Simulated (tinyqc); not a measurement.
UHF in the sto-3g basis, for BeH+, spin multiplicity 1, step by step (part 1 of 2). Computed by tinyqc, a small Python program that keeps every step (integrals from PySCF). Settings: charge = 1, multiplicity = 1, basis = sto-3g, energy threshold = 1e-08, iteration cap = 67, orthogonalisation = canonical, start = core, DIIS depth = 0, method = UHF, break = 0.4. Command: `OMP_NUM_THREADS=1 python tinyqc.py 26381 26382 out.jsonl` (the two numbers bound the seeds that draw the settings). One thread of a shared host (Intel(R) Xeon(R) Processor @ 2.60GHz), about 0.2 s of CPU time with the checks. Later iterations appear only in the table of the cycle.

## One-electron integrals

Geometry (angstrom):
```
atom         x         y         z
Be    0.000000  0.000000  0.000000
H     0.000000  0.000000  1.185000
```

Basis sto-3g: exponents (1/bohr^2) and contraction coefficients of normalised primitives:
```
element  l (shell)   exponent  coefficient
Be           s (1)  30.167871     0.154329
Be           s (1)   5.495115     0.535328
Be           s (1)   1.487193     0.444635
Be           s (2)   1.314833    -0.099967
Be           s (2)   0.305539     0.399513
Be           s (2)   0.099371     0.700115
Be           p (3)   1.314833     0.155916
Be           p (3)   0.305539     0.607684
Be           p (3)   0.099371     0.391957
H            s (1)   3.425251     0.154329
H            s (1)   0.623914     0.535328
H            s (1)   0.168855     0.444635
```

Overlap, kinetic and nuclear-attraction integrals over the contracted functions; the nuclear repulsion is the sum of Za Zb / Rab.

nuclear repulsion = 1.78625219 hartree

overlap S, order 1Be 1s, 1Be 2s, 1Be 2px, 1Be 2py, 1Be 2pz, 2H 1s:
$$\begin{pmatrix}
1.000000 & 0.259517 & 0.000000 & 0.000000 & 0.000000 & 0.097912 \\
0.259517 & 1.000000 & 0.000000 & 0.000000 & 0.000000 & 0.523648 \\
0.000000 & 0.000000 & 1.000000 & 0.000000 & 0.000000 & 0.000000 \\
0.000000 & 0.000000 & 0.000000 & 1.000000 & 0.000000 & 0.000000 \\
0.000000 & 0.000000 & 0.000000 & 0.000000 & 1.000000 & 0.563964 \\
0.097912 & 0.523648 & 0.000000 & 0.000000 & 0.563964 & 1.000000
\end{pmatrix}$$

kinetic energy T (hartree), order 1Be 1s, 1Be 2s, 1Be 2px, 1Be 2py, 1Be 2pz, 2H 1s:
$$\begin{pmatrix}
6.693975 & -0.033012 & 0.000000 & 0.000000 & 0.000000 & -0.015085 \\
-0.033012 & 0.211111 & 0.000000 & 0.000000 & 0.000000 & 0.095274 \\
0.000000 & 0.000000 & 0.660592 & 0.000000 & 0.000000 & 0.000000 \\
0.000000 & 0.000000 & 0.000000 & 0.660592 & 0.000000 & 0.000000 \\
0.000000 & 0.000000 & 0.000000 & 0.000000 & 0.660592 & 0.248196 \\
-0.015085 & 0.095274 & 0.000000 & 0.000000 & 0.248196 & 0.760032
\end{pmatrix}$$

nuclear attraction V (hartree), order 1Be 1s, 1Be 2s, 1Be 2px, 1Be 2py, 1Be 2pz, 2H 1s:
$$\begin{pmatrix}
-15.007655 & -2.015132 & 0.000000 & 0.000000 & -0.023009 & -0.771464 \\
-2.015132 & -2.715548 & 0.000000 & 0.000000 & -0.167190 & -1.512550 \\
0.000000 & 0.000000 & -2.652356 & 0.000000 & 0.000000 & 0.000000 \\
0.000000 & 0.000000 & 0.000000 & -2.652356 & 0.000000 & 0.000000 \\
-0.023009 & -0.167190 & 0.000000 & 0.000000 & -2.786204 & -1.624998 \\
-0.771464 & -1.512550 & 0.000000 & 0.000000 & -1.624998 & -2.986424
\end{pmatrix}$$

core Hamiltonian H = T + V (hartree), order 1Be 1s, 1Be 2s, 1Be 2px, 1Be 2py, 1Be 2pz, 2H 1s:
$$\begin{pmatrix}
-8.313680 & -2.048144 & 0.000000 & 0.000000 & -0.023009 & -0.786550 \\
-2.048144 & -2.504437 & 0.000000 & 0.000000 & -0.167190 & -1.417275 \\
0.000000 & 0.000000 & -1.991764 & 0.000000 & 0.000000 & 0.000000 \\
0.000000 & 0.000000 & 0.000000 & -1.991764 & 0.000000 & 0.000000 \\
-0.023009 & -0.167190 & 0.000000 & 0.000000 & -2.125612 & -1.376802 \\
-0.786550 & -1.417275 & 0.000000 & 0.000000 & -1.376802 & -2.226392
\end{pmatrix}$$

## Two-electron integrals

Functions are numbered as in S; the eight-fold symmetry (ij|kl) = (ji|kl) = (kl|ij) leaves the list below.

Two-electron integrals (ij|kl) in chemists' order, unique and non-zero (hartree):
```
(11|11) 2.298831   (21|11) 0.392036   (21|21) 0.079539   (22|11) 0.570988
(22|21) 0.143041   (22|22) 0.417683   (31|31) 0.014607   (32|31) 0.021888
(32|32) 0.092265   (33|11) 0.569578   (33|21) 0.143083   (33|22) 0.417589
(33|33) 0.449859   (41|41) 0.014607   (42|41) 0.021888   (42|42) 0.092265
(43|43) 0.024249   (44|11) 0.569578   (44|21) 0.143083   (44|22) 0.417589
(44|33) 0.401360   (44|44) 0.449859   (51|51) 0.014607   (52|51) 0.021888
(52|52) 0.092265   (53|53) 0.024249   (54|54) 0.024249   (55|11) 0.569578
(55|21) 0.143083   (55|22) 0.417589   (55|33) 0.401360   (55|44) 0.401360
(55|55) 0.449859   (61|11) 0.147549   (61|21) 0.029847   (61|22) 0.053829
(61|33) 0.053432   (61|44) 0.053432   (61|51) 0.002728   (61|52) 0.004984
(61|55) 0.054652   (61|61) 0.011777   (62|11) 0.275146   (62|21) 0.069495
(62|22) 0.211923   (62|33) 0.204892   (62|44) 0.204892   (62|51) 0.009138
(62|52) 0.049701   (62|55) 0.225797   (62|61) 0.028633   (62|62) 0.145234
(63|31) 0.007324   (63|32) 0.031649   (63|53) 0.009281   (63|63) 0.015827
(64|41) 0.007324   (64|42) 0.031649   (64|54) 0.009281   (64|64) 0.015827
(65|11) 0.268534   (65|21) 0.068805   (65|22) 0.220276   (65|33) 0.207444
(65|44) 0.207444   (65|51) 0.015222   (65|52) 0.078659   (65|55) 0.245703
(65|61) 0.030061   (65|62) 0.173679   (65|65) 0.218531   (66|11) 0.438771
(66|21) 0.112930   (66|22) 0.377669   (66|33) 0.350938   (66|44) 0.350938
(66|51) 0.019916   (66|52) 0.129467   (66|55) 0.430739   (66|61) 0.048453
(66|62) 0.311838   (66|65) 0.400199   (66|66) 0.774606
```

## Orthogonalisation

S = U s U^T; canonical form X = U s^(-1/2), so that X^T S X = 1. Each column of U has its largest component positive (the first on a tie).

eigenvalues of S: [0.226012, 0.792577, 1.000000, 1.000000, 1.163040, 1.818371]

X, order 1Be 1s, 1Be 2s, 1Be 2px, 1Be 2py, 1Be 2pz, 2H 1s:
$$\begin{pmatrix}
0.165925 & 0.817072 & 0.000000 & 0.000000 & 0.590413 & 0.180476 \\
-1.048571 & -0.588181 & 0.000000 & 0.000000 & 0.430722 & 0.379248 \\
0.000000 & 0.000000 & 0.601502 & 0.798871 & 0.000000 & 0.000000 \\
0.000000 & 0.000000 & 0.798871 & -0.601502 & 0.000000 & 0.000000 \\
-1.069383 & 0.467522 & 0.000000 & 0.000000 & -0.548256 & 0.346808 \\
1.467630 & -0.171952 & 0.000000 & 0.000000 & -0.158499 & 0.503256
\end{pmatrix}$$

Within a degenerate level the vectors are fixed only up to a rotation; this is one choice.

## Starting guess

The start is the orbitals of the core Hamiltonian, with HOMO and LUMO mixed by +/-0.4 rad for the two spins; D(s) = C_occ C_occ^T for each spin.

D(alpha) at the start, order 1Be 1s, 1Be 2s, 1Be 2px, 1Be 2py, 1Be 2pz, 2H 1s:
$$\begin{pmatrix}
1.032629 & -0.096753 & 0.032910 & -0.048531 & -0.068136 & -0.041425 \\
-0.096753 & 0.245041 & -0.108083 & 0.159384 & 0.223102 & 0.156511 \\
0.032910 & -0.108083 & 0.047769 & -0.070443 & -0.098602 & -0.069234 \\
-0.048531 & 0.159384 & -0.070443 & 0.103877 & 0.145402 & 0.102096 \\
-0.068136 & 0.223102 & -0.098602 & 0.145402 & 0.203527 & 0.142907 \\
-0.041425 & 0.156511 & -0.069234 & 0.102096 & 0.142907 & 0.100383
\end{pmatrix}$$

D(beta) at the start, order 1Be 1s, 1Be 2s, 1Be 2px, 1Be 2py, 1Be 2pz, 2H 1s:
$$\begin{pmatrix}
1.032629 & -0.096753 & -0.032910 & 0.048531 & -0.068136 & -0.041425 \\
-0.096753 & 0.245041 & 0.108083 & -0.159384 & 0.223102 & 0.156511 \\
-0.032910 & 0.108083 & 0.047769 & -0.070443 & 0.098602 & 0.069234 \\
0.048531 & -0.159384 & -0.070443 & 0.103877 & -0.145402 & -0.102096 \\
-0.068136 & 0.223102 & 0.098602 & -0.145402 & 0.203527 & 0.142907 \\
-0.041425 & 0.156511 & 0.069234 & -0.102096 & 0.142907 & 0.100383
\end{pmatrix}$$

## Iteration 1: building the Fock matrix

J_ij = sum D_kl (ij|kl) with D = D(alpha) + D(beta), K_ij = sum D_kl (ik|jl) for each spin; F = H + J - K(s); E = tr D H + tr D J / 2 - 0.5 sum_s tr D(s) K(s) + E_nn.

Coulomb J (hartree), order 1Be 1s, 1Be 2s, 1Be 2px, 1Be 2py, 1Be 2pz, 2H 1s:
$$\begin{pmatrix}
5.669785 & 1.051180 & 0.000000 & 0.000000 & 0.033520 & 0.404598 \\
1.051180 & 1.950706 & 0.000000 & 0.000000 & 0.177618 & 1.089194 \\
0.000000 & 0.000000 & 1.923800 & -0.006833 & 0.000000 & 0.000000 \\
0.000000 & 0.000000 & -0.006833 & 1.929242 & 0.000000 & 0.000000 \\
0.033520 & 0.177618 & 0.000000 & 0.000000 & 1.989684 & 1.173911 \\
0.404598 & 1.089194 & 0.000000 & 0.000000 & 1.173911 & 2.010917
\end{pmatrix}$$

exchange K(alpha) (hartree), order 1Be 1s, 1Be 2s, 1Be 2px, 1Be 2py, 1Be 2pz, 2H 1s:
$$\begin{pmatrix}
2.321738 & 0.396273 & -0.002811 & 0.004146 & 0.010316 & 0.158497 \\
0.396273 & 0.278938 & -0.066054 & 0.097406 & 0.202478 & 0.297434 \\
-0.002811 & -0.066054 & 0.075942 & -0.029981 & -0.056971 & -0.070329 \\
0.004146 & 0.097406 & -0.029981 & 0.099822 & 0.084011 & 0.103710 \\
0.010316 & 0.202478 & -0.056971 & 0.084011 & 0.244216 & 0.306542 \\
0.158497 & 0.297434 & -0.070329 & 0.103710 & 0.306542 & 0.448224
\end{pmatrix}$$

exchange K(beta) (hartree), order 1Be 1s, 1Be 2s, 1Be 2px, 1Be 2py, 1Be 2pz, 2H 1s:
$$\begin{pmatrix}
2.321738 & 0.396273 & 0.002811 & -0.004146 & 0.010316 & 0.158497 \\
0.396273 & 0.278938 & 0.066054 & -0.097406 & 0.202478 & 0.297434 \\
0.002811 & 0.066054 & 0.075942 & -0.029981 & 0.056971 & 0.070329 \\
-0.004146 & -0.097406 & -0.029981 & 0.099822 & -0.084011 & -0.103710 \\
0.010316 & 0.202478 & 0.056971 & -0.084011 & 0.244216 & 0.306542 \\
0.158497 & 0.297434 & 0.070329 & -0.103710 & 0.306542 & 0.448224
\end{pmatrix}$$

F(alpha) (hartree), order 1Be 1s, 1Be 2s, 1Be 2px, 1Be 2py, 1Be 2pz, 2H 1s:
$$\begin{pmatrix}
-4.965633 & -1.393237 & 0.002811 & -0.004146 & 0.000195 & -0.540449 \\
-1.393237 & -0.832669 & 0.066054 & -0.097406 & -0.192050 & -0.625516 \\
0.002811 & 0.066054 & -0.143906 & 0.023148 & 0.056971 & 0.070329 \\
-0.004146 & -0.097406 & 0.023148 & -0.162344 & -0.084011 & -0.103710 \\
0.000195 & -0.192050 & 0.056971 & -0.084011 & -0.380144 & -0.509433 \\
-0.540449 & -0.625516 & 0.070329 & -0.103710 & -0.509433 & -0.663700
\end{pmatrix}$$

F(beta) (hartree), order 1Be 1s, 1Be 2s, 1Be 2px, 1Be 2py, 1Be 2pz, 2H 1s:
$$\begin{pmatrix}
-4.965633 & -1.393237 & -0.002811 & 0.004146 & 0.000195 & -0.540449 \\
-1.393237 & -0.832669 & -0.066054 & 0.097406 & -0.192050 & -0.625516 \\
-0.002811 & -0.066054 & -0.143906 & 0.023148 & -0.056971 & -0.070329 \\
0.004146 & 0.097406 & 0.023148 & -0.162344 & 0.084011 & 0.103710 \\
0.000195 & -0.192050 & -0.056971 & 0.084011 & -0.380144 & -0.509433 \\
-0.540449 & -0.625516 & -0.070329 & 0.103710 & -0.509433 & -0.663700
\end{pmatrix}$$

total energy of this density = -14.54442754 hartree

## Iteration 1: diagonalisation and new density

Diagonalise F' = X^T F X, C = X C', fill 2 alpha and 2 beta electrons from the bottom; D(s) = C_occ C_occ^T. Each column has its largest component positive (the first on a tie).

F' = X^T F X (alpha) (hartree):
$$\begin{pmatrix}
0.398591 & -0.175074 & 0.015280 & -0.044680 & -0.067894 & -0.034588 \\
-0.175074 & -2.153713 & 0.012691 & -0.037111 & -2.109705 & -0.898330 \\
0.015280 & 0.012691 & -0.133426 & 0.015258 & 0.007075 & -0.046533 \\
-0.044680 & -0.037111 & 0.015258 & -0.172824 & -0.020687 & 0.136066 \\
-0.067894 & -2.109705 & 0.007075 & -0.020687 & -2.536389 & -1.023462 \\
-0.034588 & -0.898330 & -0.046533 & 0.136066 & -1.023462 & -1.251299
\end{pmatrix}$$

orbital energies (alpha) (hartree): MO1 -4.968263, MO2 -0.791297, MO3 -0.237446, MO4 -0.142276, MO5 -0.128208, MO6 0.418431

coefficients C (alpha), order 1Be 1s, 1Be 2s, 1Be 2px, 1Be 2py, 1Be 2pz, 2H 1s:
$$\begin{pmatrix}
0.993234 & -0.181226 & -0.205378 & 0.060529 & 0.000000 & 0.105331 \\
0.024583 & 0.446265 & 0.816041 & -0.138869 & 0.000000 & -0.943315 \\
-0.000942 & -0.134861 & -0.065619 & -0.539271 & 0.827644 & -0.041202 \\
0.001389 & 0.198872 & 0.096764 & 0.795229 & 0.561253 & 0.060758 \\
0.000563 & 0.342612 & -0.590036 & 0.073631 & 0.000000 & -1.145457 \\
0.000923 & 0.486536 & -0.224840 & -0.205882 & 0.000000 & 1.460218
\end{pmatrix}$$

F' = X^T F X (beta) (hartree):
$$\begin{pmatrix}
0.398591 & -0.175074 & -0.015280 & 0.044680 & -0.067894 & -0.034588 \\
-0.175074 & -2.153713 & -0.012691 & 0.037111 & -2.109705 & -0.898330 \\
-0.015280 & -0.012691 & -0.133426 & 0.015258 & -0.007075 & 0.046533 \\
0.044680 & 0.037111 & 0.015258 & -0.172824 & 0.020687 & -0.136066 \\
-0.067894 & -2.109705 & -0.007075 & 0.020687 & -2.536389 & -1.023462 \\
-0.034588 & -0.898330 & 0.046533 & -0.136066 & -1.023462 & -1.251299
\end{pmatrix}$$

orbital energies (beta) (hartree): MO1 -4.968263, MO2 -0.791297, MO3 -0.237446, MO4 -0.142276, MO5 -0.128208, MO6 0.418431

coefficients C (beta), order 1Be 1s, 1Be 2s, 1Be 2px, 1Be 2py, 1Be 2pz, 2H 1s:
$$\begin{pmatrix}
0.993234 & -0.181226 & -0.205378 & -0.060529 & 0.000000 & 0.105331 \\
0.024583 & 0.446265 & 0.816041 & 0.138869 & 0.000000 & -0.943315 \\
0.000942 & 0.134861 & 0.065619 & -0.539271 & 0.827644 & 0.041202 \\
-0.001389 & -0.198872 & -0.096764 & 0.795229 & 0.561253 & -0.060758 \\
0.000563 & 0.342612 & -0.590036 & -0.073631 & 0.000000 & -1.145457 \\
0.000923 & 0.486536 & -0.224840 & 0.205882 & 0.000000 & 1.460218
\end{pmatrix}$$

D(alpha) after iteration 1, order 1Be 1s, 1Be 2s, 1Be 2px, 1Be 2py, 1Be 2pz, 2H 1s:
$$\begin{pmatrix}
1.019358 & -0.056458 & 0.023505 & -0.034661 & -0.061531 & -0.087256 \\
-0.056458 & 0.199757 & -0.060207 & 0.088784 & 0.152909 & 0.217147 \\
0.023505 & -0.060207 & 0.018189 & -0.026821 & -0.046206 & -0.065616 \\
-0.034661 & 0.088784 & -0.026821 & 0.039552 & 0.068137 & 0.096760 \\
-0.061531 & 0.152909 & -0.046206 & 0.068137 & 0.117383 & 0.166693 \\
-0.087256 & 0.217147 & -0.065616 & 0.096760 & 0.166693 & 0.236718
\end{pmatrix}$$

D(beta) after iteration 1, order 1Be 1s, 1Be 2s, 1Be 2px, 1Be 2py, 1Be 2pz, 2H 1s:
$$\begin{pmatrix}
1.019358 & -0.056458 & -0.023505 & 0.034661 & -0.061531 & -0.087256 \\
-0.056458 & 0.199757 & 0.060207 & -0.088784 & 0.152909 & 0.217147 \\
-0.023505 & 0.060207 & 0.018189 & -0.026821 & 0.046206 & 0.065616 \\
0.034661 & -0.088784 & -0.026821 & 0.039552 & -0.068137 & -0.096760 \\
-0.061531 & 0.152909 & 0.046206 & -0.068137 & 0.117383 & 0.166693 \\
-0.087256 & 0.217147 & 0.065616 & -0.096760 & 0.166693 & 0.236718
\end{pmatrix}$$

## Iteration 2: building the Fock matrix

As before.

Coulomb J (hartree), order 1Be 1s, 1Be 2s, 1Be 2px, 1Be 2py, 1Be 2pz, 2H 1s:
$$\begin{pmatrix}
5.600008 & 1.037837 & 0.000000 & 0.000000 & 0.036356 & 0.400696 \\
1.037837 & 1.935871 & 0.000000 & 0.000000 & 0.206217 & 1.114331 \\
0.000000 & 0.000000 & 1.901850 & -0.002602 & 0.000000 & 0.000000 \\
0.000000 & 0.000000 & -0.002602 & 1.903922 & 0.000000 & 0.000000 \\
0.036356 & 0.206217 & 0.000000 & 0.000000 & 1.992494 & 1.221475 \\
0.400696 & 1.114331 & 0.000000 & 0.000000 & 1.221475 & 2.123361
\end{pmatrix}$$

exchange K(alpha) (hartree), order 1Be 1s, 1Be 2s, 1Be 2px, 1Be 2py, 1Be 2pz, 2H 1s:
$$\begin{pmatrix}
2.308420 & 0.404603 & -0.000188 & 0.000277 & 0.000397 & 0.155732 \\
0.404603 & 0.295377 & -0.042340 & 0.062436 & 0.211498 & 0.339143 \\
-0.000188 & -0.042340 & 0.062144 & -0.011415 & -0.033886 & -0.046893 \\
0.000277 & 0.062436 & -0.011415 & 0.071236 & 0.049970 & 0.069150 \\
0.000397 & 0.211498 & -0.033886 & 0.049970 & 0.250204 & 0.347974 \\
0.155732 & 0.339143 & -0.046893 & 0.069150 & 0.347974 & 0.557522
\end{pmatrix}$$

exchange K(beta) (hartree), order 1Be 1s, 1Be 2s, 1Be 2px, 1Be 2py, 1Be 2pz, 2H 1s:
$$\begin{pmatrix}
2.308420 & 0.404603 & 0.000188 & -0.000277 & 0.000397 & 0.155732 \\
0.404603 & 0.295377 & 0.042340 & -0.062436 & 0.211498 & 0.339143 \\
0.000188 & 0.042340 & 0.062144 & -0.011415 & 0.033886 & 0.046893 \\
-0.000277 & -0.062436 & -0.011415 & 0.071236 & -0.049970 & -0.069150 \\
0.000397 & 0.211498 & 0.033886 & -0.049970 & 0.250204 & 0.347974 \\
0.155732 & 0.339143 & 0.046893 & -0.069150 & 0.347974 & 0.557522
\end{pmatrix}$$

F(alpha) (hartree), order 1Be 1s, 1Be 2s, 1Be 2px, 1Be 2py, 1Be 2pz, 2H 1s:
$$\begin{pmatrix}
-5.022092 & -1.414911 & 0.000188 & -0.000277 & 0.012949 & -0.541586 \\
-1.414911 & -0.863944 & 0.042340 & -0.062436 & -0.172471 & -0.642087 \\
0.000188 & 0.042340 & -0.152058 & 0.008814 & 0.033886 & 0.046893 \\
-0.000277 & -0.062436 & 0.008814 & -0.159078 & -0.049970 & -0.069150 \\
0.012949 & -0.172471 & 0.033886 & -0.049970 & -0.383322 & -0.503300 \\
-0.541586 & -0.642087 & 0.046893 & -0.069150 & -0.503300 & -0.660554
\end{pmatrix}$$

F(beta) (hartree), order 1Be 1s, 1Be 2s, 1Be 2px, 1Be 2py, 1Be 2pz, 2H 1s:
$$\begin{pmatrix}
-5.022092 & -1.414911 & -0.000188 & 0.000277 & 0.012949 & -0.541586 \\
-1.414911 & -0.863944 & -0.042340 & 0.062436 & -0.172471 & -0.642087 \\
-0.000188 & -0.042340 & -0.152058 & 0.008814 & -0.033886 & -0.046893 \\
0.000277 & 0.062436 & 0.008814 & -0.159078 & 0.049970 & 0.069150 \\
0.012949 & -0.172471 & -0.033886 & 0.049970 & -0.383322 & -0.503300 \\
-0.541586 & -0.642087 & -0.046893 & 0.069150 & -0.503300 & -0.660554
\end{pmatrix}$$

total energy of this density = -14.62958737 hartree

## Iteration 2: diagonalisation and new density

As before.

F' = X^T F X (alpha) (hartree):
$$\begin{pmatrix}
0.443917 & -0.172654 & 0.006792 & -0.019862 & -0.075082 & -0.035444 \\
-0.172654 & -2.187039 & 0.009784 & -0.028611 & -2.120087 & -0.894083 \\
0.006792 & 0.009784 & -0.148068 & 0.005809 & 0.004418 & -0.029659 \\
-0.019862 & -0.028611 & 0.005809 & -0.163068 & -0.012919 & 0.086725 \\
-0.075082 & -2.120087 & 0.004418 & -0.012919 & -2.587735 & -1.045498 \\
-0.035444 & -0.894083 & -0.029659 & 0.086725 & -1.045498 & -1.257833
\end{pmatrix}$$

orbital energies (alpha) (hartree): MO1 -5.025060, MO2 -0.774928, MO3 -0.263025, MO4 -0.149451, MO5 -0.146081, MO6 0.458720

coefficients C (alpha), order 1Be 1s, 1Be 2s, 1Be 2px, 1Be 2py, 1Be 2pz, 2H 1s:
$$\begin{pmatrix}
0.992842 & -0.187760 & -0.204781 & 0.038984 & 0.000000 & 0.108865 \\
0.026157 & 0.467339 & 0.789984 & -0.094941 & 0.000000 & -0.960536 \\
-0.000256 & -0.088939 & -0.033597 & -0.552903 & 0.827644 & -0.016261 \\
0.000378 & 0.131153 & 0.049544 & 0.815331 & 0.561253 & 0.023979 \\
-0.002012 & 0.321602 & -0.627475 & 0.019743 & 0.000000 & -1.133786 \\
0.000438 & 0.503099 & -0.188840 & -0.112682 & 0.000000 & 1.469840
\end{pmatrix}$$

F' = X^T F X (beta) (hartree):
$$\begin{pmatrix}
0.443917 & -0.172654 & -0.006792 & 0.019862 & -0.075082 & -0.035444 \\
-0.172654 & -2.187039 & -0.009784 & 0.028611 & -2.120087 & -0.894083 \\
-0.006792 & -0.009784 & -0.148068 & 0.005809 & -0.004418 & 0.029659 \\
0.019862 & 0.028611 & 0.005809 & -0.163068 & 0.012919 & -0.086725 \\
-0.075082 & -2.120087 & -0.004418 & 0.012919 & -2.587735 & -1.045498 \\
-0.035444 & -0.894083 & 0.029659 & -0.086725 & -1.045498 & -1.257833
\end{pmatrix}$$

orbital energies (beta) (hartree): MO1 -5.025060, MO2 -0.774928, MO3 -0.263025, MO4 -0.149451, MO5 -0.146081, MO6 0.458720

coefficients C (beta), order 1Be 1s, 1Be 2s, 1Be 2px, 1Be 2py, 1Be 2pz, 2H 1s:
$$\begin{pmatrix}
0.992842 & -0.187760 & -0.204781 & -0.038984 & 0.000000 & 0.108865 \\
0.026157 & 0.467339 & 0.789984 & 0.094941 & 0.000000 & -0.960536 \\
0.000256 & 0.088939 & 0.033597 & -0.552903 & 0.827644 & 0.016261 \\
-0.000378 & -0.131153 & -0.049544 & 0.815331 & 0.561253 & -0.023979 \\
-0.002012 & 0.321602 & -0.627475 & -0.019743 & 0.000000 & -1.133786 \\
0.000438 & 0.503099 & -0.188840 & 0.112682 & 0.000000 & 1.469840
\end{pmatrix}$$

D(alpha) after iteration 2, order 1Be 1s, 1Be 2s, 1Be 2px, 1Be 2py, 1Be 2pz, 2H 1s:
$$\begin{pmatrix}
1.020989 & -0.061777 & 0.016445 & -0.024250 & -0.062381 & -0.094027 \\
-0.061777 & 0.219090 & -0.041571 & 0.061303 & 0.150245 & 0.235130 \\
0.016445 & -0.041571 & 0.007910 & -0.011665 & -0.028602 & -0.044745 \\
-0.024250 & 0.061303 & -0.011665 & 0.017201 & 0.042178 & 0.065983 \\
-0.062381 & 0.150245 & -0.028602 & 0.042178 & 0.103432 & 0.161797 \\
-0.094027 & 0.235130 & -0.044745 & 0.065983 & 0.161797 & 0.253109
\end{pmatrix}$$

D(beta) after iteration 2, order 1Be 1s, 1Be 2s, 1Be 2px, 1Be 2py, 1Be 2pz, 2H 1s:
$$\begin{pmatrix}
1.020989 & -0.061777 & -0.016445 & 0.024250 & -0.062381 & -0.094027 \\
-0.061777 & 0.219090 & 0.041571 & -0.061303 & 0.150245 & 0.235130 \\
-0.016445 & 0.041571 & 0.007910 & -0.011665 & 0.028602 & 0.044745 \\
0.024250 & -0.061303 & -0.011665 & 0.017201 & -0.042178 & -0.065983 \\
-0.062381 & 0.150245 & 0.028602 & -0.042178 & 0.103432 & 0.161797 \\
-0.094027 & 0.235130 & 0.044745 & -0.065983 & 0.161797 & 0.253109
\end{pmatrix}$$
